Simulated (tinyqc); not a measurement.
## Electron density from the centroid

Question. In the Fang-Howard model the centroid is 3/b with b^3 = 6 (mz1/C) q (Nd + 11 Ns/32)/(eps0 eps_r), C = hbar^2/(2 m0), the field in eV/nm. Find b and Ns.

Parameters, values chosen for the exercise; masses and permittivity close to those of In0.53Ga0.47As:
```
symbol   value   unit                                     meaning
eps_r     13.9                              relative permittivity
mz1     0.0413     m0  mass along z of valley set A (1 valley(s))
Nd      8.1e11  cm^-2           sheet density of depletion charge
```

Constants: q = 1.602176634e-19 C, hbar = 1.054571817e-34 J s, m0 = 9.1093837015e-31 kg, eps0 = 8.8541878128e-14 F/cm where lengths are in cm, hbar^2/(2 m0) = 0.0380998212 eV nm^2. Results are converted to the units shown.

centroid = 6.0658839 nm

Solution. b = 3/centroid gives Nd + 11 Ns/32, from which the depletion charge is taken off.

b = 0.495 1/nm
Ns = 1.80e12 cm^-2

tinyqc, about 0.5 s, one thread, Intel Xeon 2.30GHz (shared host): `OMP_NUM_THREADS=1 python tinyqc.py 2160148 2160149 out.jsonl`
